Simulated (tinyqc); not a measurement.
Surface potential of a MOS transistor: implicit equation and explicit approximations: one step of the calculation.

p-type body, charge-sheet picture, depletion and inversion only, full ionisation (an idealisation for deep acceptors), Boltzmann statistics (rough once Na exp(x - xn) passes about Nc/7). In units of Vt: xg = (Vg - Vfb)/Vt, x = psi/Vt, G = gamma/sqrt(Vt), xn = (2 phiF + Vc)/Vt. The implicit equation is (xg - x)^2 = G^2 [x - 1 + exp(x - xn)] for x above about 3. Cox = eps0 eox/tox.

Task. Potential, charges and gate control. psi = Vt x; N_dep = Cox Vt G sqrt(x - 1)/q; N_inv = (Cox Vt G/q) [sqrt(x - 1 + exp(x - xn)) - sqrt(x - 1)]; dpsi/dVg = 1/[1 + G^2 (1 + exp(x - xn))/(2 (xg - x))].

Parameters, values chosen for the exercise; band and dielectric values close to those of germanium:
```
symbol  value  unit                                                                 meaning
T         300     K                                                             temperature
eox       3.9        relative permittivity of the gate insulator (close to silicon dioxide)
tox        10    nm                                                     insulator thickness
Vc          0     V                                                    channel-body voltage
```

Constants: q = 1.602176634e-19 C, kB = 1.380649e-23 J/K, Vt = kB T/q, eps0 = 8.8541878128e-14 F/cm where lengths are in cm. Results are converted to the units shown.

converged x = 19.887942
G = 2.0369300
xn = 14.685418
xg = 48.738976

Wanted: psi; N_dep; N_inv; dpsi/dVg.

Result.

psi = 0.5141 V
N_dep = 4.932e11 cm^-2
N_inv = 1.114e12 cm^-2
dpsi/dVg = 0.07072

psi lies 5.2 Vt above 2 phiF + Vc.

Numbers from tinyqc (`OMP_NUM_THREADS=1 python tinyqc.py 2122135 2122136 out.jsonl`; about 0.01 s on one thread of a shared Intel Xeon 2.30GHz).
